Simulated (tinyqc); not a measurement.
Capacitance measurement on a leaky thin oxide: effects of series resistance and leakage: effect of the gate area.

The device is a capacitance C in parallel with a leakage conductance G, in series with Rs and Ls. An impedance meter reports either a parallel pair (Cp, Gp) from Y = 1/Z = Gp + i w Cp or a series pair (Cs, Rm) from Z = Rm + 1/(i w Cs); w = 2 pi f, dissipation D = Gp/(w |Cp|).

EOT = 3.9 tox/eox; CET = EOT + zc + zp; C = 3.9 eps0 A/CET; G = Jg A/Vs. Z = Rs + i w Ls + 1/(G + i w C); CET read from Cp = 3.9 eps0 A/Cp; errors under 0.001 % are printed as 0. Rs is held fixed.

Inputs (values chosen for the exercise); values of the order met in thin-oxide MOS capacitors:
```
symbol,value,unit,meaning
eox,3.9,,relative permittivity of the gate insulator (close to silicon dioxide)
tox,1,nm,insulator thickness
zc,0.42,nm,oxide-equivalent thickness added by the accumulation layer
zp,0,nm,oxide-equivalent thickness added by gate depletion
Jg,1.1,A/cm^2,"gate leakage current density, not matched to the thickness"
Vs,0.2,V,voltage for an e-fold rise of the leakage
Rs,34,ohm,series resistance
Ls,0,nH,series inductance
f,50000,Hz,measuring frequency
```

Constants: eps0 = 8.8541878128e-14 F/cm where lengths are in cm. Results are converted to the units shown.

Effect of the gate area:
```
A (um^2)	C (pF)	Cp (pF)	Cs (pF)	D	error of Cp (%)	error of Cs (%)	CET read from Cp (nm)
20	0.4864	0.4863	25.69	7.200	-7.48e-3	5180	1.420
70	1.702	1.702	89.93	7.200	-0.0262	5180	1.420
200	4.864	4.860	256.9	7.202	-0.0748	5180	1.421
600	14.59	14.56	770.8	7.207	-0.224	5180	1.423
2000	48.64	48.27	2569	7.227	-0.744	5180	1.431
5000	121.6	119.3	6423	7.268	-1.84	5180	1.447
10000	243.2	234.3	1.285e4	7.336	-3.64	5180	1.474
40000	972.7	842.0	5.139e4	7.748	-13.4	5180	1.641
```

As A goes from 20 to 40000, the error of Cp goes from -0.00748 to -13.4 %, that of Cs from 5180 to 5180 %, and D rises from 7.20 to 7.75. The CET read from Cp goes from 1.42 to 1.64 nm against the true 1.42 nm. G/(w C) does not depend on the area, while G Rs and w C Rs grow with it. In every row D exceeds 1, where the accuracy of real meters degrades in proportion to sqrt(1 + D^2).

Computed by the program tinyqc: `OMP_NUM_THREADS=1 python tinyqc.py 2022032 2022033 out.jsonl`, one thread of a shared Intel Xeon 2.30GHz, about 0.01 s for the whole run.
